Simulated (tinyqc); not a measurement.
## Reverse leakage of an n+-p junction: diffusion, generation, trap-assisted and band-to-band tunnelling: leakage components against the SRH lifetime of both carriers at zero field

One-sided abrupt junction in the depletion approximation, x from the junction (0) to W on the p side, field F = F0 (1 - x/W). Flat quasi-Fermi levels, long p side. Traps generate through SRH with both lifetimes shortened by 1 + Gamma (Hurkx enhancement, form for moderate fields); band-to-band generation is local and needs a total bending above Eg.

ni = sqrt(Nc Nv) exp(-Eg/(2 Vt)), Eg in volts; Vbi = Vt ln(Na Nd/ni^2); W = sqrt(2 eps0 eps_r (Vbi + VR)/(q Na)); F0 = 2 (Vbi + VR)/W; FG = sqrt(24 mt m0 (kB T)^3)/(q hbar); J_diff = q ni^2 sqrt(Dn/tau)(1 - exp(-VR/Vt))/Na. u = (Vbi + VR)(1 - x/W)^2, p = Na exp(-u/Vt), n = Nd exp((u - Vbi - VR)/Vt); G0 = ni^2 (1 - exp(-VR/Vt))/(tau (n + p + 2 ni cosh(Et/Vt))); Gamma = 2 sqrt(3 pi)(F/FG) exp((F/FG)^2); trap-assisted part G0 Gamma; G_bb = Ab F^2.5 exp(-Bb/F) with F in V/cm, zero unless Vbi + VR > Eg, and counted as zero under 1 cm^-3 s^-1. Currents are q times the integrals over 0 to W; J_bb under 1e-8 of J is printed as 0; rows with F0/FG above 2.2, beyond the range of this Gamma, are left out.

Inputs (values chosen for the exercise); band and dielectric values those of a made-up semiconductor: temperature T = 300 K; band gap Eg = 1.26 eV; relative permittivity eps_r = 15.1; conduction-band density of states at T Nc = 2.48e19 cm^-3; valence-band density of states at T Nv = 3.08e19 cm^-3; acceptor density of the lighter side Na = 1.5e16 cm^-3; donor density of the heavier side Nd = 5e19 cm^-3; trap level above the intrinsic level Et = 0 eV; tunnelling mass mt = 0.25 m0; electron diffusion coefficient on the lighter side Dn = 3.8 cm^2/s; band-to-band prefactor Ab = 7.6e14 cm^-0.5 V^-2.5 s^-1; band-to-band field constant Bb = 2.34e7 V/cm; reverse bias VR = 1.2 V.

Constants: q = 1.602176634e-19 C, kB = 1.380649e-23 J/K, hbar = 1.054571817e-34 J s, m0 = 9.1093837015e-31 kg, Vt = kB T/q, eps0 = 8.8541878128e-14 F/cm where lengths are in cm. Results are converted to the units shown.

The same in every row: F0 (kV/cm) = 90.6; F0/FG = 0.246; J_bb (A/cm^2) = 0.

Result of one run:

| J_diff (A/cm^2) | J_SRH (A/cm^2) | J_TAT (A/cm^2) | J (A/cm^2) | largest part |
|---|---|---|---|---|
| 3.42e-15 | 1.23e-10 | 1.22e-10 | 2.46e-10 | SRH generation |

Which SRH lifetime of both carriers at zero field tau gave this result: 1e-9, 1e-7, 1e-6, 1e-5 or 0.0001 s?

tau = 1e-5 s.

The whole series:

| tau (s) | J_diff (A/cm^2) | J_SRH (A/cm^2) | J_TAT (A/cm^2) | J (A/cm^2) | largest part |
|---|---|---|---|---|---|
| 1e-10 | 1.08e-12 | 1.23e-5 | 1.22e-5 | 2.46e-5 | SRH generation |
| 1e-9 | 3.42e-13 | 1.23e-6 | 1.22e-6 | 2.46e-6 | SRH generation |
| 1e-8 | 1.08e-13 | 1.23e-7 | 1.22e-7 | 2.46e-7 | SRH generation |
| 1e-7 | 3.42e-14 | 1.23e-8 | 1.22e-8 | 2.46e-8 | SRH generation |
| 1e-6 | 1.08e-14 | 1.23e-9 | 1.22e-9 | 2.46e-9 | SRH generation |
| 1e-5 | 3.42e-15 | 1.23e-10 | 1.22e-10 | 2.46e-10 | SRH generation |
| 0.0001 | 1.08e-15 | 1.23e-11 | 1.22e-11 | 2.46e-11 | SRH generation |

J falls from 2.46e-5 to 2.46e-11 A/cm^2. SRH generation leads at tau = 1e-10 and in all other rows. J_SRH and J_TAT go as 1/tau and J_diff as tau^(-1/2); J_bb does not depend on it.

Range of the model: The n+ side is degenerate, so Vbi from Boltzmann statistics is only a guide.

Computed by the program tinyqc: `OMP_NUM_THREADS=1 python tinyqc.py 2290157 2290158 out.jsonl`, one thread of a shared Intel Xeon 2.30GHz, about 0.01 s for the whole run.
